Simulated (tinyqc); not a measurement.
Strained L valleys, repopulation and conductivity mass: mobility against stress.

A cubic crystal with four conduction valleys along the <111> axes under uniaxial stress X along [111] (X > 0 is tension); current along [111]. Non-degenerate electrons, fixed total density, one relaxation time for all valleys and stresses, masses unchanged by strain, so the mobility goes as the mean inverse mass.

Stress s_ij = X a_i a_j with a the unit vector along [111]; strain e_ii = s11 s_ii + s12 (s_jj + s_kk), e_ij = s44 s_ij/2. Valley shift dE = Xu (n.e.n - trace(e)/3) with n the valley axis; share f proportional to exp(-dE/Vt). Inverse mass along the current d = [111]: (n.d)^2/ml + (1 - (n.d)^2)/mt; mu/mu0 = sum f (1/m) over the plain mean of 1/m. The linear estimate is 1 - pi X with pi the small-stress slope -d(mu/mu0)/dX.

Inputs (values chosen for the exercise); values close to those of germanium:
```
symbol   value   unit                      meaning
T          300      K                  temperature
s11       9.64  1/TPa                   compliance
s12      -2.75  1/TPa                   compliance
s44       15.3  1/TPa                   compliance
Xu        16.2     eV  shear deformation potential
ml        1.63     m0            longitudinal mass
mt      0.0789     m0              transverse mass
```

Constants: q = 1.602176634e-19 C, kB = 1.380649e-23 J/K, Vt = kB T/q. Results are converted to the units shown.

Results:
```
X (MPa)	splitting (meV)	largest share	mu/mu0	linear estimate
25	2.754	0.2565	1.024	1.025
50	5.508	0.2626	1.047	1.049
100	11.02	0.2737	1.088	1.099
200	22.03	0.2918	1.156	1.198
400	44.06	0.3143	1.239	1.396
1000	110.2	0.3318	1.304	1.990
1500	165.2	0.3331	1.309	2.485
2500	275.4	0.3333	1.310	3.474
```

Estimate the missing row, X = 700 MPa.

Computed row:
```
X (MPa)	splitting (meV)	largest share	mu/mu0	linear estimate
700	77.11	0.3278	1.289	1.693
```

With this row back in the table: The ratio mu/mu0 rises from 1.02 to 1.31; pi = -99.0e-11 1/Pa. The linear estimate of the change is 1.028 times the computed change in the first row and 7.99 times it in the last: once the splitting is several Vt (Vt = 25.9 meV) the upper valleys are nearly empty and little is left to move. At X = 2500 MPa the stress passes 1.5 GPa, where intervalley scattering and masses change too.

Program tinyqc, `OMP_NUM_THREADS=1 python tinyqc.py 2530038 2530039 out.jsonl`; Intel Xeon 2.30GHz, shared host, one thread, about 0.01 s.
